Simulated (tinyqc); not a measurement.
From a target to a composition: alloy A(1-x)B(x) by interpolation with bowing. Four cases, with inputs chosen for the exercise.

Problem. An alloy A(1-x)B(x) has the gap E(x) = (1 - x) E_A + x E_B - C1 x (1 - x) at Gamma, C1 the first entry of C. Which x puts hc/E at the given wavelength, and what is the mismatch (a_sub - a(x))/a(x) to a substrate of A, with Vegard for a(x)?

Constants: hc = 1239.841984 eV nm.

Case 1.

Values chosen (out of a larger set: A near Ge, B near Si; not measured data):
- a = (5.653, 5.423) angstrom (lattice constant of A, B)
- Eg = (0.894, 4.193) eV (gap at Gamma to the s-like level of A, B)
- C = (0.315, 0.311, 0) eV (bowing of the Gamma, X and L gaps)

wavelength = 842.094 nm

Case 2.

Values chosen (out of a larger set: A near AlAs, B near GaAs; not measured data):
- a = (5.662, 5.657) angstrom (lattice constant of A, B)
- Eg = (3.087, 1.508) eV (gap at Gamma to the s-like level of A, B)
- C = (0.49, 0.049, 0.03) eV (bowing of the Gamma, X and L gaps)

wavelength = 565.921 nm

Case 3.

Values chosen (out of a larger set: A near Si, B near Ge; not measured data):
- a = (5.426, 5.665) angstrom (lattice constant of A, B)
- Eg = (4.245, 0.885) eV (gap at Gamma to the s-like level of A, B)
- C = (0.22, 0.238, 0) eV (bowing of the Gamma, X and L gaps)

wavelength = 980.137 nm

Case 4.

Values chosen (out of a larger set: A near Ge, B near Si; not measured data):
- a = (5.654, 5.432) angstrom (lattice constant of A, B)
- Eg = (0.9, 4.245) eV (gap at Gamma to the s-like level of A, B)
- C = (0.195, 0.229, 0) eV (bowing of the Gamma, X and L gaps)

wavelength = 526.028 nm

Find: target gap; x; mismatch.

Solution. Solve C1 x^2 + (E_B - E_A - C1) x + E_A - hc/wavelength = 0; the gap is monotonic in x because |E_B - E_A| > C1, so one root lies between 0 and 1. Whether Gamma is the lowest valley there, and whether such a mismatch can be grown coherently, are separate questions.

Case 1.

target gap = 1.4723 eV
x = 0.190
mismatch = 0.779 %

Case 2.

target gap = 2.1908 eV
x = 0.490
mismatch = 0.043 %

Case 3.

target gap = 1.2650 eV
x = 0.880
mismatch = -3.732 %

Case 4.

target gap = 2.3570 eV
x = 0.450
mismatch = 1.799 %

Computed by tinyqc, one run a case: `OMP_NUM_THREADS=1 python tinyqc.py N N+1 out.jsonl` with N = 1080531, 1080554, 1080596, 1080614; one thread of a shared Intel(R) Xeon(R) Processor @ 2.30GHz, about 0.01 s a run at most.
